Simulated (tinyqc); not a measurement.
Lifetime against injection: carrier lifetime from Shockley-Read-Hall, radiative, Auger and surface recombination. Computed by tinyqc, a small Python program. Command: `OMP_NUM_THREADS=1 python tinyqc.py 3013913 3013914 out.jsonl lifetime walk`. One thread of a shared host (Intel(R) Xeon(R) Processor @ 2.30GHz), about 0.03 s of CPU time with the checks.

Energies are counted from the top of the valence band. Boltzmann statistics, full ionisation, and equal excess densities of electrons and holes.

Inputs (values chosen for the exercise, with bands modelled on germanium): gap E_g = 0.672 eV; electron mass m_e = 0.211 m_0; valleys M_c = 4; hole mass m_h = 0.328 m_0; temperature T = 250 K; doping N = 2.8e+14 cm^-3; trap level E_t = 0.315 eV; trap density N_t = 1.3e+11 cm^-3; electron cross-section sigma_n = 4.2e-15 cm^2; hole cross-section sigma_p = 4.1e-16 cm^2; radiative coefficient B = 4.3e-14 cm^3/s; Auger coefficient C_n = 1.8e-31 cm^6/s; Auger coefficient C_p = 3.7e-31 cm^6/s; diffusion coefficient D = 19 cm^2/s; surface velocity S = 1400 cm/s; thickness W = 73 micrometre.

Doping: n-type. Surface term: two equal surfaces.

Constants: m_0 = 9.1093837015e-31 kg; k_B = 1.380649e-23 J/K; h = 6.62607015e-34 J s; k_B = 8.617333262e-05 eV/K.

Method:
- N_c = 2 M_c (2 pi m_e k_B T/h^2)^(3/2) and N_v = 2 (2 pi m_h k_B T/h^2)^(3/2), masses in units of m_0.
- n_i = sqrt(N_c N_v) exp(-E_g/2 k_B T); majority density N/2 + sqrt(N^2/4 + n_i^2), minority density n_i^2 over it.
- v = sqrt(3 k_B T/m) with m_e or m_h; tau_n0 = 1/(sigma_n v_n N_t), tau_p0 = 1/(sigma_p v_p N_t); n1 = N_c exp(-(E_g - E_t)/k_B T), p1 = N_v exp(-E_t/k_B T).
- The slowest diffusion mode has x tan x = S W/(2 D) with 0 < x < pi/2 (bisection), and tau_s = W^2/(4 x^2 D). The common approximation is W/(2 S) + W^2/(pi^2 D).
- With n = n_0 + dn, p = p_0 + dn and U/dn = 1/tau: (n p - n_i^2)/dn = n_0 + p_0 + dn = s; 1/tau_SRH = s/[tau_p0 (n + n1) + tau_n0 (p + p1)]; 1/tau_rad = B s; 1/tau_Aug = (C_n n + C_p p) s; the rates add, with 1/tau_s.
- Rows stop below half the smaller effective density of states.

N_c = 7.40089e+18 cm^-3

N_v = 3.58601e+18 cm^-3

n_0 = 2.80003e+14 cm^-3

p_0 = 2.69035e+09 cm^-3

tau_p0 = 0.00100782 s

n1 = 4.70414e+11 cm^-3

tau_n0 = 7.89080e-05 s

p1 = 1.60137e+12 cm^-3

tau_s = 2.84480e-06 s

Lifetimes (s):
```
dn (cm^-3)        SRH   radiative       Auger   effective  radiative efficiency  fastest channel
1.00e+10    0.0010100  8.3052e-02  7.0848e+01  2.8367e-06            3.4156e-05          surface
1.00e+11    0.0010100  8.3025e-02  7.0756e+01  2.8367e-06            3.4167e-05          surface
1.00e+12    0.0010102  8.2759e-02  6.9844e+01  2.8367e-06            3.4277e-05          surface
1.00e+13    0.0010126  8.0191e-02  6.1684e+01  2.8367e-06            3.5375e-05          surface
1.00e+14    0.0010302  6.1199e-02  2.4967e+01  2.8368e-06            4.6355e-05          surface
1.00e+15    0.0010699  1.8169e-02  1.3012e+00  2.8368e-06            1.5614e-04          surface
1.00e+16    0.0010846  2.2622e-03  1.7526e-02  2.8333e-06            1.2525e-03          surface
1.00e+17    0.0010865  2.3191e-04  1.8114e-04  2.7604e-06            1.1903e-02          surface
1.00e+18    0.0010867  2.3249e-05  1.8175e-06  1.0575e-06            4.5484e-02            Auger
```

What does the comparison show, and why?

tau_SRH goes from 0.00101 s at low injection (the minority capture time, 0.00101 s) to 0.00109 s in the last row; at high injection it tends to tau_n0 + tau_p0 = 0.00109 s. Ruling channel by row: surface from 1e10, Auger from 1e18 cm^-3.
